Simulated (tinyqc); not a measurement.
# Kinetics of strain relaxation and threading dislocations in mismatched semiconductor layers, step by step

A worked calculation. Computed by tinyqc, a small Python program that keeps every step. Command: `OMP_NUM_THREADS=1 python tinyqc.py 3019340 3019341 out.jsonl threading walk`. One thread of a shared host (Intel(R) Xeon(R) Processor @ 2.30GHz), about 0.01 s of CPU time with the checks. Intermediate numbers are printed to about 6 digits and carried at full precision; extremes and crossings named in words are read from the listed rows.

60-degree dislocations on {111} planes of a (001) layer, isotropic elasticity. The Schmid factor is 1/sqrt(6), and a misfit segment relieves strain with b/2.

Inputs (values chosen for the exercise, modelled on Ge on Si):

| quantity | value | unit |
|---|---|---|
| misfit f | 0.0417 | - |
| shear modulus G | 55.8 | GPa |
| Poisson ratio nu | 0.26 | - |
| Burgers vector b | 4 | angstrom |
| glide activation energy Q | 1.58 | eV |
| velocity prefactor v0 | 26000 | m/s per MPa |
| layer thickness h | 52 | nm |
| anneal temperature T | 586 | K |
| anneal time t | 77 | s |
| initial thread density rho_0 | 21000 | 1/cm^2 |
| multiplication constant delta | 17000 | 1/m |
| grading rate (misfit per thickness) R_f | 0.004 | 1/micrometre |
| growth temperature of the buffer T_g | 687 | K |
| growth rate R_g | 0.44 | nm/s |
| reaction radius r_A | 7.7 | nm |
| final thickness of a thick uniform layer H | 1.8 | micrometre |
| aspect ratio of a trench | 0.74 | - |

Sources: multiplication.

Constants: k_B = 8.617333262e-05 eV/K.

## Excess stress and glide velocity at the start

Excess resolved stress tau = (1/sqrt 6) [2 G (1 + nu)/(1 - nu)] (e - e_eq), e_eq = b (1 - nu/4) [ln(h/b) + 1]/(4 pi (1 + nu) h), the Matthews-Blakeslee strain of an uncapped layer; glide velocity v = v0 tau exp(-Q/(k_B T)), tau in MPa.

equilibrium strain e_eq = 0.00266528

excess stress tau = 3028.16 MPa

mobility v/tau = 6.70645e-10 m/s per MPa

initial velocity = 2.03082 micrometre/s

The layer carries 15.6 times its equilibrium strain. In the anneal time a thread would run 160 micrometre at this speed. Caution: at stresses above about 1 GPa the linear velocity law understates glide, as stress lowers the kink barrier. Caution: at such misfit the layer islands and relaxes during the first nanometres, so a uniform strained start is an idealisation.

## Relaxation in the anneal

Threads run in two directions, so de/dt = -(b/4) rho v, and they multiply as d rho/dt = delta rho v. With x = e - e_eq, x0 = f - e_eq (fully strained at t = 0) and v = m S x (m the mobility, S x = tau): rho = rho_0 + (4 delta/b)(x0 - x), so dx/dt = -k x (a - x), k = delta m S, a = x0 + b rho_0/(4 delta): a logistic law, x = a/[1 + (a/x0 - 1) exp(k a t)]. The half time is that at which x = x0/2.

strain left e = 0.0416836

share of the excess strain relieved = 0.0419874 %

thread density = 299624 1/cm^2

half time = 300.100 s

The layer stays metastable: too few threads move too slowly. The misfit lines laid down are 12 micrometre apart.

## Anneal temperature

The formulas are those given above.

After the time t:

| T (K) | first velocity (micrometre/s) | relieved (%) | threads (1/cm^2) | half time (s) |
|---|---|---|---|---|
| 531 | 7.94697e-02 | 3.46932e-04 | 2.33022e+04 | 7.66895e+03 |
| 550 | 2.61965e-01 | 1.29446e-03 | 2.95899e+04 | 2.32645e+03 |
| 573 | 9.98576e-01 | 8.52991e-03 | 7.76037e+04 | 6.10318e+02 |
| 591 | 2.64626e+00 | 9.78351e-02 | 6.70224e+05 | 2.30305e+02 |
| 613 | 8.05722e+00 | 5.46435e+01 | 3.62630e+08 | 7.56401e+01 |
| 627 | 1.57120e+01 | 9.99963e+01 | 6.63587e+08 | 3.87887e+01 |
| 647 | 3.87981e+01 | 1.00000e+02 | 6.63611e+08 | 1.57082e+01 |
| 681 | 1.59689e+02 | 1.00000e+02 | 6.63611e+08 | 3.81648e+00 |

The half time follows exp(Q/(k_B T)), a decade for each 47 K near 613 K. Relief goes from 0.098 % at 591 K to 100.0 % at 627 K: with multiplication the onset is abrupt, after an incubation in which threads breed, and the final density is set by delta, not by rho_0. Caution: rows with more than 50 % relieved leave out blocking by crossing misfit lines, which slows real layers.

## Graded buffer

In steady grading, strain is fed at R_f R_g and relieved at (b/4) rho v. As a glide-limited estimate, the driving stress is taken as the mean stress of the strained top zone, whose depth z solves R_f z/2 = e_eq(z), with strain R_f z at the surface; tau_g = S R_f z/2 is its mean; then rho = 4 R_f R_g/(b m tau_g), m = v0 exp(-Q/(k_B T_g)), S = (1/sqrt 6) 2 G (1 + nu)/(1 - nu), e_eq(z) = b (1 - nu/4) [ln(z/b) + 1]/(4 pi (1 + nu) z).

depth z of the strained zone = 299.992 nm

stress tau_g = 46.5443 MPa

thread density of the buffer = 566799 1/cm^2

buffer thickness f/R_f = 10.425 micrometre

Raising T_g by 50 K would lower this density by a factor 6.1: fast glide lets few threads do the work.

## Thick uniform layer and trapping in a trench

A separate case, a thick relaxed layer. Pair reactions during growth: d rho/dh = -K rho^2 with K = 2 r_A tan(psi) and threads inclined by psi = 45 degrees (the <110> lines of {111} planes), so rho = 1/(K H) for a layer that starts with far more threads than that, as highly mismatched layers do. In a trench along [110] a thread on {111} rises at 54.74 degrees across the width, and leaves through the wall below the height w tan(54.74 degrees) = sqrt(2) w; the share of threads, evenly spread over the floor, that reach the top is max(0, 1 - a/sqrt 2) for the aspect ratio a.

thread density at H = 3.60750e+09 1/cm^2

share that reaches the top = 0.476741

The trench is too shallow to trap all. Thickness alone needs 6500 micrometre for 1e6 /cm^2.

Checks made by the program: strain against numerical integration (relative difference below 1e-10).
